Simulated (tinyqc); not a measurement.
Size effects in the resistivity of thin metal films and interconnect lines: one step, computed by the program tinyqc. Command: `OMP_NUM_THREADS=1 python tinyqc.py 3031090 3031091 out.jsonl size walk`. One thread of a shared host (Intel(R) Xeon(R) Processor @ 2.30GHz), about 0.01 s of CPU time with the checks.

Electrons lose their drift at surfaces (a share 1 - p of the hits) and at grain boundaries (reflection R), besides bulk scattering. The line sits in a trench with a non-conducting liner on both walls and the bottom; the spacing equals the drawn width.

Task: Grain boundaries. Mayadas-Shatzkes: alpha = (lambda/D) R/(1 - R); rho_b/rho = 1 - 3 alpha/2 + 3 alpha^2 - 3 alpha^3 ln(1 + 1/alpha).

Inputs (values chosen for the exercise, modelled on nickel): bulk mean free path lambda = 5.73 nm; grain-boundary reflection R = 0.3.

Geometry: line.

grain size D = 3.293 nm

Give: alpha; rho/rho_b from grains.

Result:

alpha = 0.7457

rho/rho_b from grains = 2.034

The linear estimate 1 + 3 alpha/2 gives 2.119, 4 % high; at large alpha the slope is 4/3.
